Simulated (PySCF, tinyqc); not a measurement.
Worked calculation: FCI on RHF in the sto-6g basis, frozen core, for B+, spin multiplicity 1. The lowest restricted solution is unstable here: a spin-polarised one lies 0.0000 hartree lower (PySCF). One step of it, computed by the program tinyqc.

Task: Orthogonalisation. S = U s U^T; symmetric (Loewdin) form X = U s^(-1/2) U^T, so that X^T S X = 1.

overlap S, lower triangle:
```
           1B 1s     1B 2s    1B 2px    1B 2py    1B 2pz
1B 1s   1.000000
1B 2s   0.264891  1.000000
1B 2px  0.000000  0.000000  1.000000
1B 2py  0.000000  0.000000  0.000000  1.000000
1B 2pz  0.000000  0.000000  0.000000  0.000000  1.000000
```

Give: eigenvalues of S; X.

Result:

eigenvalues of S: 0.7351  1.0000  1.0000  1.0000  1.2649

X, lower triangle:
```
          1B 1s   1B 2s  1B 2px  1B 2py  1B 2pz
1B 1s    1.0277
1B 2s   -0.1386  1.0277
1B 2px   0.0000  0.0000  1.0000
1B 2py   0.0000  0.0000  0.0000  1.0000
1B 2pz   0.0000  0.0000  0.0000  0.0000  1.0000
```
